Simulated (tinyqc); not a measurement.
Metal-induced gap states at the contact of a metal chain and a two-band chain, step by step. Values are carried at full precision from step to step, so a last printed digit may differ when a step is redone from the rounded ones.

The semiconductor alternates sites A at -Eg/2 and C at +Eg/2 with hopping -t; the gap runs from -Eg/2 to Eg/2. In the gap cosh(q a) = 1 + (Eg^2/4 - E^2)/(2 t^2) and the amplitude changes by -exp(-q a) a period. The metal has site energy 0 and hopping -tm; its end site has g_m = (E - i sqrt(4 tm^2 - E^2))/(2 tm^2). Sites 1, 2, ... count into the semiconductor, with energies e1, e2 alternating. The clean half chain has g1 = 1/(E - e1 - t^2 g2), g2 = 1/(E - e2 - t^2 g1), decaying root. With the contact G11 = 1/(1/g1 - tc^2 g_m), and the density on site j is -Im G_jj/pi = |psi_j/psi_1|^2 (-Im G11/pi), per spin, with psi_2/psi_1 = -t g2, psi_3/psi_2 = -t g1.

Constants: e^2/(4 pi eps0) = 14.39964547 eV angstrom.

Parameters, chosen for this exercise (gap and optical dielectric constant near those of GaAs; the chain itself is a model; the results hold for these values, not for the real material): Eg = 1.48 eV (gap); t = 2.42 eV (hopping in the semiconductor); a = 4 angstrom (period (two sites); one chain for each area a^2); E = 0.16 eV (energy from mid-gap); tm = 3.3 eV (hopping in the metal); tc = 1.44 eV (hopping across the contact); end = C (site that touches the metal); eps = 10.7 (dielectric constant).

## Decay in the gap

Form cosh(q a), l = exp(-q a), q and the decay length 1/(2q) of the density.

cosh(q a) = 1.04457
l = 0.74271
q = 0.07436 1/angstrom
xi, the decay length of the density = 6.724 angstrom

## Green functions

The decaying root is g1 = (1 - l)/(E - e1), g2 = (1 - l)/(E - e2), l = exp(-q a). Form them, g_m and G11.

g1, g2 (1/eV): -0.44361  0.28588

g_m = 0.00735-0.30294i 1/eV
G11 = -0.40927-0.11329i 1/eV

## Density site by site

D1 = -Im G11/pi, D2 = (t g2)^2 D1, and each further period multiplies by l^2. The sum over all sites is (D1 + D2)/(1 - l^2). The Green functions stand in the order g1, g2.

density on sites 1 to 8 (1/eV): 0.03606  0.01726  0.01989  0.00952  0.01097  0.00525  0.00605  0.00290

Ds, the density per spin summed over the semiconductor = 0.11891 1/eV

The first period holds 45 % of the gap states at this energy.

## Pinning factor

Gap states per area N = 2 Ds/a^2 (two spins). Charge in them sits a distance xi from the metal, so S = 1/(1 + 4 pi e^2 N xi/eps), e^2 meaning e^2/(4 pi eps0); S is the change of the barrier per change of the metal work function.

N = 1.486e+14 1/(eV cm^2)
4 pi e^2 N xi/eps = 1.6902
S = 0.3717

Partial pinning, between the Bardeen (0) and Schottky (1) limits.

## Checks

- g1 from the closed form against decimation: both -0.443609.

Run: tinyqc, `OMP_NUM_THREADS=1 python tinyqc.py 1450632 1450633 out.jsonl`; Intel(R) Xeon(R) Processor @ 2.30GHz, one thread, shared host; about 0.01 s of CPU time with all checks.
